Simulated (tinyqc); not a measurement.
UKS/PBE in the sto-6g basis, for Be+, spin multiplicity 2, step by step. One step of it, computed by the program tinyqc.

Problem. Iteration 1: diagonalisation and new density. Diagonalise F' = X^T F X, C = X C', fill 2 alpha and 1 beta electrons from the bottom; D(s) = C_occ C_occ^T. Each column has its largest component positive (the first on a tie).

F(alpha) (hartree):
```
            1Be 1s     1Be 2s    1Be 2px    1Be 2py    1Be 2pz
1Be 1s   -6.541430  -1.537635   0.000000   0.000000   0.000000
1Be 2s   -1.537635  -1.135742   0.000000   0.000000   0.000000
1Be 2px   0.000000   0.000000  -0.631146   0.000000   0.000000
1Be 2py   0.000000   0.000000   0.000000  -0.749805   0.000000
1Be 2pz   0.000000   0.000000   0.000000   0.000000  -0.702561
```

F(beta) (hartree):
```
            1Be 1s     1Be 2s    1Be 2px   1Be 2py    1Be 2pz
1Be 1s   -4.470286  -1.005318   0.000000  0.000000   0.000000
1Be 2s   -1.005318   1.093286   0.000000  0.000000   0.000000
1Be 2px   0.000000   0.000000  -0.604533  0.000000   0.000000
1Be 2py   0.000000   0.000000   0.000000  5.892771   0.000000
1Be 2pz   0.000000   0.000000   0.000000  0.000000  -0.685759
```

X:
```
            1Be 1s     1Be 2s   1Be 2px   1Be 2py   1Be 2pz
1Be 1s    1.025557  -0.132829  0.000000  0.000000  0.000000
1Be 2s   -0.132829   1.025557  0.000000  0.000000  0.000000
1Be 2px   0.000000   0.000000  1.000000  0.000000  0.000000
1Be 2py   0.000000   0.000000  0.000000  1.000000  0.000000
1Be 2pz   0.000000   0.000000  0.000000  0.000000  1.000000
```

Give: F' = X^T F X; orbital energies; coefficients C; F' = X^T F X; orbital energies; coefficients C; D(alpha) after iteration 1; D(beta) after iteration 1.

Solution.

F' = X^T F X (alpha) (hartree):
```
         1        2        3        4        5
1  -6.4812  -0.5985   0.0000   0.0000   0.0000
2  -0.5985  -0.8910   0.0000   0.0000   0.0000
3   0.0000   0.0000  -0.6311   0.0000   0.0000
4   0.0000   0.0000   0.0000  -0.7498   0.0000
5   0.0000   0.0000   0.0000   0.0000  -0.7026
```

orbital energies (alpha) (hartree): MO1 -6.5445, MO2 -0.8277, MO3 -0.7498, MO4 -0.7026, MO5 -0.6311

coefficients C (alpha):
```
             MO1      MO2     MO3     MO4     MO5
1Be 1s    1.0059  -0.2401  0.0000  0.0000  0.0000
1Be 2s   -0.0241   1.0338  0.0000  0.0000  0.0000
1Be 2px   0.0000   0.0000  0.0000  0.0000  1.0000
1Be 2py   0.0000   0.0000  1.0000  0.0000  0.0000
1Be 2pz   0.0000   0.0000  0.0000  1.0000  0.0000
```

F' = X^T F X (beta) (hartree):
```
         1        2        3       4        5
1  -4.4085  -0.6151   0.0000  0.0000   0.0000
2  -0.6151   1.3449   0.0000  0.0000   0.0000
3   0.0000   0.0000  -0.6045  0.0000   0.0000
4   0.0000   0.0000   0.0000  5.8928   0.0000
5   0.0000   0.0000   0.0000  0.0000  -0.6858
```

orbital energies (beta) (hartree): MO1 -4.4735, MO2 -0.6858, MO3 -0.6045, MO4 1.4099, MO5 5.8928

coefficients C (beta):
```
             MO1     MO2     MO3      MO4     MO5
1Be 1s    1.0059  0.0000  0.0000  -0.2399  0.0000
1Be 2s   -0.0243  0.0000  0.0000   1.0338  0.0000
1Be 2px   0.0000  0.0000  1.0000   0.0000  0.0000
1Be 2py   0.0000  0.0000  0.0000   0.0000  1.0000
1Be 2pz   0.0000  1.0000  0.0000   0.0000  0.0000
```

D(alpha) after iteration 1:
```
          1Be 1s   1Be 2s  1Be 2px  1Be 2py  1Be 2pz
1Be 1s    1.0694  -0.2724   0.0000   0.0000   0.0000
1Be 2s   -0.2724   1.0694   0.0000   0.0000   0.0000
1Be 2px   0.0000   0.0000   0.0000   0.0000   0.0000
1Be 2py   0.0000   0.0000   0.0000   0.0000   0.0000
1Be 2pz   0.0000   0.0000   0.0000   0.0000   0.0000
```

D(beta) after iteration 1:
```
          1Be 1s   1Be 2s  1Be 2px  1Be 2py  1Be 2pz
1Be 1s    1.0119  -0.0244   0.0000   0.0000   0.0000
1Be 2s   -0.0244   0.0006   0.0000   0.0000   0.0000
1Be 2px   0.0000   0.0000   0.0000   0.0000   0.0000
1Be 2py   0.0000   0.0000   0.0000   0.0000   0.0000
1Be 2pz   0.0000   0.0000   0.0000   0.0000   0.0000
```
